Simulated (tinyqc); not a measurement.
Conductivity against temperature: Debye-Callaway model of lattice thermal conductivity. Computed by tinyqc, a small Python program. Command: `OMP_NUM_THREADS=1 python tinyqc.py 3002161 3002162 out.jsonl callaway walk`. One thread of a shared host (Intel(R) Xeon(R) Processor @ 2.30GHz), about 0.01 s of CPU time with the checks.

Three acoustic branches with one velocity v, cut at omega_D = k_B Theta/hbar; x = hbar omega/(k_B T). v and Theta are separate inputs: Theta cuts off the heat-carrying modes, so C need not reach 3 k_B/V. gamma is an effective value that sets the umklapp rate. Heat flows along the wire.

Inputs (values chosen for the exercise, modelled on magnesium oxide): sound velocity v = 6930 m/s; Debye temperature Theta = 753 K; volume per atom V = 9.34 angstrom^3; mean atomic mass M = 20.15 u; effective Grueneisen parameter gamma = 3.79; umklapp exponent divisor b = 3; alloy fraction f = 0.086; mass difference Delta M = 3.46 u; wire diameter D = 0.85 micrometre; specularity p = 0.8; normal-process factor f_N = 1.4.

Sample: wire. Point defects: alloy. Normal processes: included.

Constants: k_B = 1.380649e-23 J/K; hbar = 1.054571817e-34 J s; u = 1.6605390666e-27 kg.

Method:
- For a random alloy on all sites Gamma = f (1 - f) (Delta M/M)^2, with M the mean mass; strain-field scattering is left out. A = V Gamma/(4 pi v^3).
- Rates: point defects A omega^4; umklapp B omega^2 T exp(-Theta/(b T)) with B = hbar gamma^2/(M v^2 Theta); normal processes f_N B omega^2 T (T/Theta)^2. Boundaries: v/Lambda_B with Lambda_B = D (1 + p)/(1 - p).
- kappa_1 = c int tau_C g dx, g = x^4 e^x/(e^x - 1)^2, c = (k_B/(2 pi^2 v)) (k_B T/hbar)^3, over 0 < x < min(Theta/T, 40), by 96 Gauss-Legendre points in s with x = x_max s^2; 1/tau_C = 1/tau_R + 1/tau_N; kappa_2 = c [int (tau_C/tau_N) g dx]^2 / int (tau_C/(tau_N tau_R)) g dx; kappa = kappa_1 + kappa_2.
- The boundary limit is C v^2/(3 x boundary rate), with C = 3 c int g dx / v^2.

Rayleigh coefficient A = 5.17588e-45 s^3

Kappa (W/(m K)):
```
T (K)  all processes  without point defects  boundary limit
7.5           2.7183                 2.7398          2.7398
15            20.052                 21.919          21.919
26            78.373                 114.06          114.15
45            202.74                 491.03          591.68
75            236.76                 442.54          2667.7
130           127.92                 171.71           10123
230           56.807                 65.364           21970
380           26.862                 28.945           29469
600           13.489                 14.117           32930
980           6.6094                 6.8014           34554
```

What does the comparison show, and why?

kappa peaks among these rows at 75 K (T/Theta = 0.100) with 237 W/(m K). The exponent d ln kappa/d ln T is 2.88 at the cold end, the T^3 law of boundary scattering, and -1.45 at the hot end. The normal rate is taken to grow as T^3 at all T, which overstates it above Theta. Point defects cost most at 45 K, a factor 2.42.

Extremes, crossings and ranges named in words are read from the listed rows.
